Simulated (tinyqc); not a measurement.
Heavy doping: gap narrowing, degeneracy and the minority density, step by step. Values are carried at full precision from step to step, so a last printed digit may differ when a step is redone from the rounded ones.

Empirical narrowing (Slotboom form, constants chosen for the exercise; published fits of this form give the apparent narrowing, here it is taken as the true one): dEg = E0 [ln(N/N0) + sqrt(ln(N/N0)^2 + C)].

Constants: kB = 8.617333262e-05 eV/K; e^2/(4 pi eps0) = 14.39964547 eV angstrom.

Values chosen for the exercise (gap and densities of states near those of Si at this temperature; narrowing constants near the fits for Si; shifted at random, so the results belong to these values and not to a real crystal):
```
symbol  value     unit    meaning
N       2.4e+19   1/cm^3  ionised donors, equal to the majority density
E0      7.02      meV     narrowing scale
N0      1.5e+17   1/cm^3  onset density
C       0.5               smoothing constant
Nc      2.14e+19  1/cm^3  conduction-band density of states
Eg      1.133     eV      gap
Nv      8.53e+18  1/cm^3  valence-band density of states
T       250       K
eps     11.9              dielectric constant
Mv      6                 majority valleys
```

## Gap narrowing

Evaluate at N.

ln(N/N0) = 5.0752
dEg (empirical fit) = 71.60 meV

Well above N0 each decade of doping adds 2 E0 ln 10 = 32.3 meV.

## Degeneracy of the majority band

F_j(eta) = (1/Gamma(j + 1)) integral_0^infinity x^j dx/(1 + exp(x - eta)), which tends to exp(eta) for eta << 0.

Majority: N = Nc F_1/2(eta), eta the distance of EF beyond the majority band edge in kT. Degeneracy factor gam = F_1/2(eta)/exp(eta). ni0^2 = Nc Nv exp(-Eg/kT); product n p = ni0^2 gam exp(dEg/kT), dEg the true narrowing; apparent narrowing dEa = dEg + kT ln gam; minority density = n p/N.

Solve for eta and form gam.

N/Nc = 1.121
eta = 0.5051
gam = 0.6767

## Product and minority density

Combine both effects.

ni0 = 5.14e+07 1/cm^3
exp(dEg/kT) = 27.8
dEa = 63.2 meV
sqrt(n p) = 2.23e+08 1/cm^3
minority density = 0.00206 1/cm^3

Narrowing multiplies the product by 27.8 and degeneracy by 0.677; together they change the minority density by a factor 18.8 against ni0^2/N.

## Two estimates of the size

Two physical estimates, e2 = e^2/(4 pi eps0), N in 1/angstrom^3: exchange shift at the Fermi level, Ex = (e2/eps) kF/pi with kF = (3 pi^2 N/Mv)^(1/3); screened-pair energy (Lanyon-Tuft), Es = (3/4)(e2/eps) qs with qs^2 = (4 pi e2 N/(eps kT)) F_-1/2(eta)/F_1/2(eta).

Evaluate both at N.

kF = 0.04911 1/angstrom
Ex = 18.92 meV
Es = 100.38 meV

Against the fitted dEg = 71.6 meV, Ex is 0.26 and Es 1.40 times as large; each keeps one mechanism only, and Ex assumes a strongly degenerate gas, while here eta is only 0.51.

## Checks

- Minority density against the Boltzmann occupation of the other band at the narrowed gap (1/cm^3): both 0.002064.

Run: tinyqc, `OMP_NUM_THREADS=1 python tinyqc.py 1680078 1680079 out.jsonl`; Intel(R) Xeon(R) Processor @ 2.30GHz, one thread, shared host; about 0.01 s of CPU time with all checks.
